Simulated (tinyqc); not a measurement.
Fully depleted semiconductor-on-insulator film with two gates, non-linear Poisson equation by Newton steps: one step of the calculation.

One dimension across the film, front interface at x = 0, back interface at x = ts. psi is counted from the intrinsic level, n = ni exp(psi/Vt) (source grounded), holes neglected, acceptors ionised. Gates act through Cox = eps0 eox/tox and Cbox = 3.9 eps0/tb with potentials G1 = Vg - (phiM - chi - Vt ln(Nc/ni)) and G2 = Vb - (phiB - chi - Vt ln(Nc/ni)). Classical Boltzmann densities, no interface charge, no depletion in the back plane.

Task. Electron sheet density, centroid and oxide fields. n_i = ni exp(psi_i/Vt); N_inv = sum w_i n_i with w = ts/9, halved at the ends; centroid sum w n x/N_inv; fields (G1 - psi_0)/tox and (G2 - psi_9)/tb.

Parameters, values chosen for the exercise; band and dielectric values close to those of silicon:
- T = 250 K (temperature)
- tox = 2.2 nm (insulator thickness)
- ts = 12 nm (film thickness)
- tb = 31 nm (buried-oxide thickness (eps_r 3.9))

Constants: q = 1.602176634e-19 C, kB = 1.380649e-23 J/K, Vt = kB T/q. Results are converted to the units shown.

converged psi, node 0 to 9 (V): 0.33274268  0.31837741  0.30498337  0.29256028  0.28110799  0.27062643  0.26111556  0.25257535  0.24500579  0.23840687
ni = 8.3904302e7 cm^-3
G1 = 0.40562765 V
G2 = -0.18437235 V

Find: n; N_inv; centroid; field in the front oxide; field in the buried oxide.

Result.

n, node 0 to 9 (cm^-3): 4.2814e14  2.1978e14  1.1803e14  6.6304e13  3.8965e13  2.3954e13  1.5404e13  1.0363e13  7.2926e12  5.3685e12
N_inv = 9.5579e7 cm^-2
centroid = 2.1908 nm
field in the front oxide = 0.33130 MV/cm
field in the buried oxide = -0.13638 MV/cm

The centroid lies at 0.18 of the film, near the front interface.

tinyqc, about 0.4 s, one thread, Intel Xeon 2.30GHz (shared host): `OMP_NUM_THREADS=1 python tinyqc.py 2190015 2190016 out.jsonl`
